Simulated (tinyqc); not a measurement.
Inversion-layer mobility, back-scattering and ballistic limit of a field-effect transistor: one step, computed by the program tinyqc. Command: `OMP_NUM_THREADS=1 python tinyqc.py 3014247 3014248 out.jsonl mos walk`. One thread of a shared host (Intel(R) Xeon(R) Processor @ 2.30GHz), about 0.01 s of CPU time with the checks.

The charge at the top of the source barrier is fixed by the gate; series resistance and short-channel effects are left out. F_j are Fermi integrals normalised to exp(eta) in the classical limit.

Task: Back-scattering. F_j(eta) = (1/Gamma(j + 1)) int_0^infinity x^j/(1 + exp(x - eta)) dx, F_0 = ln(1 + exp(eta)). Integrals over x = E/(k_B T) use 160 Gauss-Legendre points in u = sqrt(x) from 0 to sqrt(max(eta, 0) + 32). Ballistic channel: N_2D = g_v m k_B T/(pi hbar^2), U = e V_D/(k_B T); eta_F solves N_inv = (N_2D/2)[F_0(eta_F) + F_0(eta_F - U)]; v_T = sqrt(2 k_B T/(pi m)); I/W = e (N_2D/2) v_T [F_1/2(eta_F) - F_1/2(eta_F - U)]; injection velocity v_T F_1/2(eta_F)/F_0(eta_F). Mean free path lambda = (2 k_B T/e)(mu/v_T) F_0(eta_0)/F_-1/2(eta_0), with eta_0 from N_inv = N_2D F_0(eta_0); critical length l = L (1 + U)^(-a), an empirical rule; back-scattering r = l/(l + lambda). Then eta solves N_inv = (N_2D/2)[(1 + r) F_0(eta) + (1 - r) F_0(eta - U)] and I/W = e (N_2D/2) v_T (1 - r)[F_1/2(eta) - F_1/2(eta - U)]. Ballistic ratio: I over the ballistic current. Apparent mobility 1/(1/mu + 1/mu_B), mu_B = mu L/lambda.

Inputs (values chosen for the exercise, modelled on a 4H-SiC n-channel):
```
quantity                           value  unit
transport mass m                    0.31   m_0
valley degeneracy g_v                  3     -
gate overdrive V_G - V_T            0.64     V
drain voltage V_D                   0.98     V
channel length L                     400    nm
exponent a of the critical length   0.63     -
temperature T                         77     K
```

Statistics at the top of the barrier: Fermi-Dirac.

inversion density N_inv = 7.259878e+12 1/cm^2

effective mobility mu = 38.67946 cm^2/(V s)

Constants: m_0 = 9.1093837015e-31 kg; k_B = 1.380649e-23 J/K; hbar = 1.054571817e-34 J s; k_B = 8.617333262e-05 eV/K; e = 1.602176634e-19 C.

Give: eta_0; mean free path lambda; critical length l; back-scattering coefficient r; current I/W; ballistic ratio; apparent low-field mobility.

Result:

eta_0 = 2.7547

mean free path lambda = 1.6745 nm

critical length l = 17.120 nm

back-scattering coefficient r = 0.91091

current I/W = 38.663 microampere/micrometre

ballistic ratio = 0.036591

apparent low-field mobility = 38.518 cm^2/(V s)

L/lambda = 238.88, but at this drain voltage only the first 17.1 nm can return a carrier to the source, so the device works at 4 % of its ballistic limit. Caution: the current exceeds the long-channel drift law, so the empirical rule for l, meant for short channels, is too generous here. Caution: in a degenerate gas the layer that can return carriers is set by E_F rather than k_B T, so l is underestimated.
